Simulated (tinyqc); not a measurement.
Comparisons within one model: shallow donor in an anisotropic valley (effective-mass theory). A value that a table varies takes the place of the one given here.

One valley: H = -c [(d2/dx2 + d2/dy2)/mt + (d2/dz2)/ml] - q/(eps r), c = hbar^2/2m0, q = e^2/(4 pi eps0). Trial function exp(-sqrt((x^2 + y^2)/a^2 + z^2/b^2)) with a > b: T = (c/3)(2/(mt a^2) + 1/(ml b^2)), V = -(q/eps) atan(u/b)/u, u = sqrt(a^2 - b^2). The central cell of the impurity is left out.

Constants: hbar^2/2m0 = 3.80998211 eV angstrom^2; e^2/(4 pi eps0) = 14.39964547 eV angstrom; Ry = 13.60569312 eV; a0 (Bohr radius) = 0.5291772105 angstrom.

Inputs chosen for the exercise (near those of a group-V donor in Si; not measured data): mt = 0.191 m0 (transverse mass); eps = 11.1 (dielectric constant); xs = (1.6, 2.1, 2.9, 4.8, 9.4, 24, 69, 100) (ratios ml/mt); E0 = -32.8 meV (single-valley level); D0 = 4.44 meV (central-cell shift); D1 = 2.16 meV (coupling of perpendicular valleys); D2 = 1.5 meV (coupling of opposite valleys); ml = 0.89 m0 (longitudinal mass).

## Mass anisotropy

mt and eps fixed, ml varied. Energies in units of Ry*(mt) = Ry mt/eps^2 and lengths in a*(mt) = a0 eps/mt; the last two columns use one mass, 3/(1/ml + 2/mt) or (ml mt^2)^(1/3).

Results:

| ml/mt | a/a* | b/a | binding | conductivity mass | density-of-states mass |
|---|---|---|---|---|---|
| 1.60 | 0.908 | 0.846 | 1.162 | 1.143 | 1.170 |
| 2.10 | 0.862 | 0.768 | 1.259 | 1.212 | 1.281 |
| 2.90 | 0.813 | 0.686 | 1.377 | 1.279 | 1.426 |
| 4.80 | 0.749 | 0.575 | 1.565 | 1.358 | 1.687 |
| 9.40 | 0.679 | 0.455 | 1.816 | 1.424 | 2.110 |
| 24.0 | 0.607 | 0.330 | 2.153 | 1.469 | 2.884 |
| 69.0 | 0.551 | 0.230 | 2.496 | 1.489 | 4.102 |
| 100 | 0.536 | 0.203 | 2.605 | 1.493 | 4.642 |

What does this show?

The binding grows from 1.16 to 2.60 Ry*(mt); for ml going to infinity the exact problem becomes two-dimensional, with 4 Ry*. The conductivity mass saturates at 1.5 and underbinds, by 13 % at ml/mt = 4.8; the density-of-states mass errs by +8 % there and by +78 % in the last row. With these mt and eps one unit is 21.09 meV.

## Strain along [001] (shallow donor in effective-mass theory, with valley-orbit splitting)

Basis: the 1s envelopes of the valleys +x, -x, +y, -y, +z, -z. Diagonal E0 - D0, element -D2 between opposite valleys and -D1 between perpendicular ones. Strain along [001] adds 2 Ds/3 to the z valleys and -Ds/3 to the others.

Ground level, gap to the next level, weight in the z valleys and contact density (sum of amplitudes)^2/6.

Results:

| Ds (meV) | ground (meV) | gap (meV) | z weight | contact density | ground less band edge (meV) |
|---|---|---|---|---|---|
| -120 | -119.06 | 3.32 | 0.997 | 0.384 | -39.06 |
| -40 | -66.42 | 4.02 | 0.973 | 0.495 | -39.76 |
| -15 | -51.51 | 5.77 | 0.829 | 0.745 | -41.51 |
| -5 | -47.85 | 8.78 | 0.528 | 0.961 | -44.52 |
| 0 | -47.38 | 11.64 | 0.333 | 1.000 | -47.38 |
| 5 | -47.75 | 10.34 | 0.197 | 0.976 | -46.08 |
| 15 | -49.83 | 9.09 | 0.077 | 0.893 | -44.83 |
| 40 | -57.22 | 8.15 | 0.018 | 0.786 | -43.89 |
| 120 | -83.36 | 7.62 | 0.002 | 0.712 | -43.36 |

How do the results move?

The scale is the A1-E splitting 6 D1 = 13.0 meV. The contact density is largest without strain and falls to 0.384 and 0.712 at the ends, towards 1/3 (two valleys) and 2/3 (four valleys). The binding below the lowest band edge drops from 47.4 meV to 39.1 meV when the two z valleys are lowest and to 43.4 meV when the four others are, since fewer valleys share the coupling.

## What each parameter does

The minimum of the trial energy. Each row changes one parameter from the base and keeps the others.

Results:

| case | E (meV) | a (angstrom) | b (angstrom) | b/a |
|---|---|---|---|---|
| base | -32.76 | 23.13 | 13.44 | 0.581 |
| ml = 0.712 m0 | -31.00 | 23.97 | 15.06 | 0.628 |
| mt = 0.172 m0 | -30.25 | 25.27 | 14.15 | 0.560 |
| eps = 10 | -40.37 | 20.84 | 12.11 | 0.581 |

What does this show?

The largest shifts from the base row, up to three for each result and ties (the steps differ in size, so this ranks the rows, not the parameters). E (meV): eps -7.60, mt +2.51, ml +1.76. a (angstrom): eps -2.29, mt +2.14, ml +0.85. b (angstrom): ml +1.62, eps -1.33, mt +0.72. b/a: ml +0.047, mt -0.021; unchanged at the printed digits by eps. eps only rescales the solution (E as 1/eps^2, lengths as eps), so b/a depends on ml/mt alone.

tinyqc: `OMP_NUM_THREADS=1 python tinyqc.py 1282148 1282149 out.jsonl`; about 0.01 s, one thread, shared Intel(R) Xeon(R) Processor @ 2.30GHz.
